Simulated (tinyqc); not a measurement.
# Reflectance at normal incidence against thickness

Normal incidence on air, film (n1) and substrate (N2 = n2 - i k2): r01 = (1 - n1)/(1 + n1), r12 = (n1 - N2)/(n1 + N2), amplitude (r01 + r12 X)/(1 + r01 r12 X), X = exp(-4 pi i n1 d/lam), R its squared modulus, phase from 0 to 360 degrees.

Values chosen for this exercise:
```
symbol,value,unit,meaning
lam,405,nm,wavelength
n1,2.066,,index of the transparent film
n2,5.42,,index of the substrate
k2,0.329,,extinction coefficient of the substrate
```

Reflectance at normal incidence against thickness:

| d (nm) | R (%) | phase of the reflected amplitude (degrees) |
|---|---|---|
| 0 | 47.54 | 178.7 |
| 12 | 43.31 | 159.1 |
| 25 | 29.71 | 133.6 |
| 38 | 9.607 | 94.11 |
| 50 | 1.761 | 330.7 |
| 62 | 15.18 | 252.0 |
| 75 | 34.52 | 218.4 |
| 88 | 45.41 | 194.7 |
| 100 | 47.35 | 175.5 |

R goes from 47.5 through a minimum of 1.76 (at d = 50 nm among the rows listed) to 47.4 %. At a quarter wave, d = 49.0 nm, R = 1.53 %; for a transparent substrate it would vanish for n1 = sqrt(n2) = 2.33.

Program tinyqc, `OMP_NUM_THREADS=1 python tinyqc.py 2870108 2870109 out.jsonl`; Intel Xeon 2.30GHz, shared host, one thread, about 0.01 s.
